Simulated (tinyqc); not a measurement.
What each parameter does: temperature and isotope dependence of a band gap in oscillator models.

E(T) = E0 - sum_i sl_i th_i n_i(T), n = 1/(exp(th/T) - 1). The same coupling lowers the gap at 0 K by the zero-point term ZP = sum_i sl_i th_i/2, so the gap of the static lattice is E0 + ZP. Thermal expansion is taken as part of the slopes.

Inputs chosen for the exercise (near those of diamond; not measured data): E0 = 5.508 eV (gap at 0 K); th = (590, 1707) K (temperatures of two oscillators); sl = (0.1435, 0.4085) meV/K (their high-temperature slopes); T = 300 K (temperature).

Gap at T, slope -sum sl_i (th_i/T)^2 n_i (1 + n_i) and ZP. Each row changes one parameter from the base and keeps the others.

Results:

| case | E(T) (eV) | dE/dT (meV/K) | ZP (meV) |
|---|---|---|---|
| base | 5.4919 | -0.1500 | 390.99 |
| T = 340 K | 5.4852 | -0.1812 | 390.99 |
| E0 = 5.518 eV | 5.5019 | -0.1500 | 390.99 |
| th = (590, 2048) K | 5.4933 | -0.1257 | 460.64 |
| sl = (0.1866, 0.4085) meV/K | 5.4877 | -0.1815 | 403.70 |

The largest shifts from the base row, up to three for each result and ties (the steps differ in size, so this ranks the rows, not the parameters). E(T) (eV): E0 +0.0100, T -0.0066, sl -0.0041. dE/dT (meV/K): sl -0.0315, T -0.0312, th +0.0243; unchanged at the printed digits by E0. ZP (meV): th +69.65, sl +12.71; unchanged at the printed digits by T and E0.

Computed by tinyqc, a small Python program: `OMP_NUM_THREADS=1 python tinyqc.py 1850517 1850518 out.jsonl` (the numbers bound the seed that draws the inputs); one thread of a shared host (Intel(R) Xeon(R) Processor @ 2.30GHz), about 0.01 s for the whole set of steps.
